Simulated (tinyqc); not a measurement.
# Random telegraph noise from one oxide trap in a small MOSFET: effect of the temperature

An acceptor-like trap exchanges electrons with the channel. Inversion charge Q = Cox u, u = n Vt W0(exp((Vg - VT)/(n Vt))), W0 the Lambert function, n = nf, Cox = eps0 eox/tox; linear regime Id = (W/L) mu Q Vd. Relative to threshold the surface potential rises by Vt ln(u/u0) and the oxide voltage by the rest of Vg - VT, with u0 = n Vt W0(1).

N = Cox u/q; dpsi = Vt ln(u/u0); E = E0 - dpsi - (xt/tox)(Vg - VT - dpsi); capture time tc = 1/[(N/zi) vth s0 exp(-xt/lt - EB/Vt)]; emission time te = tc exp(-E/Vt); occupancy te/(tc + te). A = W L; threshold step dV = q (1 - xt/tox)/(Cox A); gm/Id = 1/(u + n Vt); relative step dI/I = (gm/Id) dV + asc mu/A. fc = (1/tc + 1/te)/(2 pi); rms = (dI/I) sqrt(tc te)/(tc + te). VT, nf, vth and mu are held fixed.

Inputs (values chosen for the exercise); values of the order met in silicon transistors:

| symbol | value | unit | meaning |
|---|---|---|---|
| eox | 3.9 |  | relative permittivity of the gate insulator (close to silicon dioxide) |
| tox | 3.2 | nm | insulator thickness |
| xt | 0.27 | nm | depth of the trap from the channel interface |
| E0 | 0.05 | eV | trap level above the channel Fermi level at threshold |
| s0 | 3e-15 | cm^2 | capture prefactor |
| EB | 0.42 | eV | capture barrier (lattice relaxation) |
| lt | 0.11 | nm | tunnelling decay length |
| vth | 2.2e7 | cm/s | thermal velocity |
| zi | 1.7 | nm | thickness of the inversion layer |
| VT | 0.25 | V | threshold voltage |
| nf | 1.2 |  | body factor |
| W | 22 | nm | gate width |
| L | 170 | nm | gate length |
| mu | 160 | cm^2/(V s) | mobility |
| asc | 2.2e-16 | V s | scattering coefficient of the charged trap |
| Vd | 0.05 | V | drain voltage |
| Vg | 0.4 | V | gate voltage |

Constants: q = 1.602176634e-19 C, kB = 1.380649e-23 J/K, Vt = kB T/q, eps0 = 8.8541878128e-14 F/cm where lengths are in cm. Results are converted to the units shown.

Effect of the temperature:
```
T (K),E (eV),tc (s),te (s),occupancy,dI/I (%),fc (Hz),rms dI/I (%)
180,0.0033087,22.068,17.829,0.44687,2.7954,0.016139,1.3898
210,4.7248e-4,0.46906,0.45697,0.49347,2.7726,0.68759,1.3862
240,-0.0020152,0.026124,0.028797,0.52434,2.7413,11.619,1.3690
270,-0.0042126,0.0027633,0.0033118,0.54514,2.7037,105.65,1.3463
300,-0.0061654,4.5771e-4,5.8099e-4,0.55934,2.6612,621.66,1.3212
330,-0.0079102,1.0501e-4,1.3869e-4,0.56910,2.6154,2663.1,1.2952
360,-0.0094768,3.0753e-5,4.1740e-5,0.57578,2.5672,8988.4,1.2688
390,-0.010890,1.0863e-5,1.5020e-5,0.58030,2.5176,25247,1.2425
```

As T goes from 180 to 390, tc falls from 22.1 to 1.09e-5 s, te falls from 17.8 to 1.50e-5 s and dI/I falls from 2.80 to 2.52 %. Activation energies over the table: 0.418 eV for capture (EB = 0.42 eV, altered by the change of N) and 0.403 eV for emission.

Range of the model: VT is taken as given; short-channel effects and the uneven flow of current among few electrons are left out.

Computed by the program tinyqc: `OMP_NUM_THREADS=1 python tinyqc.py 2710016 2710017 out.jsonl`, one thread of a shared Intel Xeon 2.30GHz, about 0.01 s for the whole run.
